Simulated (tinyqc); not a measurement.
# Planar metal-insulator-metal capacitor: capacitance, non-linearity, leakage and relaxation: effects of single changes

A film between two metal electrodes, each interface adding a series capacitance ci. The small-signal permittivity is ek (1 + aq E^2); the field is found with the linear permittivity. Leakage J = J0 sinh(E/Ef). After a voltage step the film passes a relaxation current kr C V tt^(-nr), tt being the time in seconds.

Values chosen for this exercise; permittivity of the order of that of tantalum oxide: relative permittivity of the film ek = 23.5; film thickness t = 12 nm; capacitance of each electrode interface (dead layer and screening) ci = 1000 uF/cm^2; quadratic field coefficient of the permittivity aq = 0.0091 cm^2/MV^2; bias V = 0.6 V; exponent of the relaxation current nr = 0.964; strength of the relaxation kr = 0.00053; leakage prefactor J0 = 1.7e-11 A/cm^2; field for an e-fold rise of the leakage Ef = 0.15 MV/cm; duration of the write pulse t0 = 1e-7 s.

Constants: eps0 = 8.8541878128e-14 F/cm where lengths are in cm. Results are converted to the units shown.

Each table varies one quantity; the others keep the values above.

## Capacitance, non-linearity and leakage against thickness

Planar film: Cf = eps0 ek/t, 1/C = 1/Cf + 2/ci, EOT = 3.9 eps0/C, effective permittivity C t/eps0, E = (V/t) C/Cf; quadratic coefficient [C(V)/C - 1]/V^2 with Cf (1 + aq E^2) in C(V).

Results:
```
t (nm),C (uF/cm^2),EOT (nm),effective permittivity,E (MV/cm),quadratic coefficient (ppm/V^2),J (A/cm^2)
2.5,8.1867,0.42180,23.115,2.3607,1.3845e5,5.8124e-5
3.7,5.5611,0.62095,23.239,1.6036,64262,3.7349e-7
5.5,3.7547,0.91967,23.324,1.0827,29408,1.1593e-8
8.2,2.5247,1.3678,23.381,0.72801,13329,1.0894e-9
12,1.7280,1.9984,23.419,0.49827,6254.1,2.3523e-10
18,1.1533,2.9941,23.446,0.33256,2789.2,7.7110e-11
40,0.51964,6.6452,23.476,0.14984,566.98,1.9951e-11
60,0.34655,9.9644,23.484,0.099931,252.25,1.2182e-11
```

Estimate the missing row, t = 27 nm.

Computed row:
```
t (nm),C (uF/cm^2),EOT (nm),effective permittivity,E (MV/cm),quadratic coefficient (ppm/V^2),J (A/cm^2)
27,0.76946,4.4878,23.464,0.22188,1242.5,3.5374e-11
```

With this row back in the table: C falls from 8.19 to 0.347 uF/cm^2 while the effective permittivity goes from 23.1 to 23.5 (ek = 23.5). EOT is a straight line in t with slope 3.9/ek = 0.166 and intercept 0.00691 nm. The quadratic coefficient goes as t^(-1.96) between the first two rows and t^(-2.00) between the last two (-2 without interfaces), and J falls by 6.68 decades. For t = 2.5, 3.7 direct tunnelling, left out, would add to the leakage.

## Charge lost after writing

Planar film: Cf = eps0 ek/t, 1/C = 1/Cf + 2/ci, EOT = 3.9 eps0/C, effective permittivity C t/eps0, E = (V/t) C/Cf. A capacitor written for t0 and then left open loses, as a share of C V, kr (tt^(1 - nr) - t0^(1 - nr))/(1 - nr) by relaxation and J tt/(C V) by leakage; both are taken as small, and rows far outside that range are left out.

The same in every row: leakage current (nA/cm^2) = 0.23523.

Result of one run:
```
tt (s),relaxation current (nA/cm^2),loss by relaxation (%),loss by leakage (%),total loss (%)
1,0.54949,0.64813,0.022689,0.67082
```

What becomes of these results when the time since the start of the write pulse tt is changed from 1 to 10 s, all else the same?

Result of the changed run:
```
tt (s),relaxation current (nA/cm^2),loss by relaxation (%),loss by leakage (%),total loss (%)
10,0.059698,0.77537,0.22689,1.0023
```

The whole series:
```
tt (s),relaxation current (nA/cm^2),loss by relaxation (%),loss by leakage (%),total loss (%)
1e-6,3.3416e5,0.071222,2.2689e-8,0.071222
1e-5,36304,0.14860,2.2689e-7,0.14860
0.0001,3944.2,0.23267,2.2689e-6,0.23267
0.001,428.51,0.32400,2.2689e-5,0.32402
0.01,46.554,0.42322,2.2689e-4,0.42345
0.1,5.0578,0.53102,0.0022689,0.53329
1,0.54949,0.64813,0.022689,0.67082
10,0.059698,0.77537,0.22689,1.0023
100,0.0064857,0.91361,2.2689,3.1825
```

The two currents are equal at tt = 2.41 s. The loss by relaxation grows from 0.0712 to 0.914 %, by 0.0774 points over the first decade and 0.138 over the last, while the loss by leakage grows tenfold a decade. Leakage is the larger loss for tt = 100 s.

Computed by the program tinyqc: `OMP_NUM_THREADS=1 python tinyqc.py 2102162 2102163 out.jsonl`, one thread of a shared Intel Xeon 2.30GHz, about 0.01 s for the whole run.
